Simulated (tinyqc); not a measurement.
# Changing the C12

Model: anisotropic elasticity and sound waves of a cubic crystal. Computed by tinyqc, a small Python program. Command: `OMP_NUM_THREADS=1 python tinyqc.py 3021975 3021976 out.jsonl cubicelastic sweep`. One thread of a shared host (Intel(R) Xeon(R) Processor @ 2.30GHz), about 0.01 s of CPU time with the checks.

Voigt order 1..6 = xx, yy, zz, yz, xz, xy, with engineering shear strains. The rotated frame has x' as named, z' along the wafer normal and y' = z' x x'.

Inputs (values chosen for the exercise, modelled on tantalum):

| quantity | value | unit |
|---|---|---|
| C11 | 263.4 | GPa |
| C44 | 82.84 | GPa |
| expansion coefficient of the film | 6.1 | ppm/K |
| expansion coefficient of the substrate | 2.6 | ppm/K |
| cooling Delta T | 700 | K |

Frame: (113) wafer, x' along [1-10].

direction cosines a (rows x', y', z' in the cube axes):
```
            x           y           z
x'  0.7071068  -0.7071068   0.0000000
y'  0.6396021   0.6396021  -0.4264014
z'  0.3015113   0.3015113   0.9045340
```

Method:
- S11 = (C11 + C12)/D, S12 = -C12/D, D = (C11 - C12)(C11 + 2 C12), S44 = 1/C44. Zener ratio A = 2 C44/(C11 - C12); S0 = S11 - S12 - S44/2; H = 2 C44 + C12 - C11.
- C'_ijkl = C12 delta_ij delta_kl + C44 (delta_ik delta_jl + delta_il delta_jk) - H sum_m a_im a_jm a_km a_lm.
- Invert C' to S'. E along x' = 1/S'11, along y' = 1/S'22; Poisson ratios nu(x'y') = -S'12/S'11 and nu(x'z') = -S'13/S'11; in-plane shear modulus 1/S'66.
- On cooling, a thick substrate imposes eps_1 = eps_2 = (alpha_film - alpha_substrate) Delta T and eps_6 = 0; the free surface sets sigma_3 = sigma_4 = sigma_5 = 0, which fixes eps_3, eps_4, eps_5. Biaxial modulus M = (sigma_1 + sigma_2)/(2 eps); energy density M eps^2. Elastic response and constant coefficients are assumed.

One run for each value:

| C12 (GPa) | E along x' (GPa) | biaxial modulus M (GPa) | Zener ratio A | nu(x'z') | in-plane shear modulus (GPa) |
|---|---|---|---|---|---|
| 13.2 | 206.9 | 253.2 | 0.662 | 0.0760 | 114.5 |
| 41.2 | 211.3 | 272.7 | 0.746 | 0.1428 | 104.6 |
| 69.1 | 212.5 | 284.5 | 0.853 | 0.2054 | 94.2 |
| 125.0 | 205.3 | 284.2 | 1.197 | 0.3389 | 71.3 |
| 153.0 | 195.6 | 269.6 | 1.501 | 0.4223 | 58.8 |
| 181.0 | 179.4 | 242.3 | 2.011 | 0.5307 | 45.3 |
| 209.0 | 152.2 | 197.5 | 3.046 | 0.6873 | 31.0 |
| 237.0 | 102.2 | 126.9 | 6.276 | 0.9485 | 15.6 |

Over the rows, E along x' (GPa) goes from 207 through a maximum among these rows, 213 at 69.1, to 102; biaxial modulus M (GPa) goes from 253 through a maximum among these rows, 285 at 69.1, to 127; Zener ratio A rises from 0.662 to 6.28 (exponent d ln y / d ln x 0.10 between the first rows and 5.8 between the last). As C12 nears C11 the shear constant (C11 - C12)/2 vanishes, and directions that use it turn soft. Left out: 97.1 (the crystal is unstable or isotropic).

Caution (all rows): the thermal stress of this film exceeds 200 MPa, which can relax by slip, cracking or buckling in a real film.

Extremes, crossings and ranges named in words are read from the listed rows.
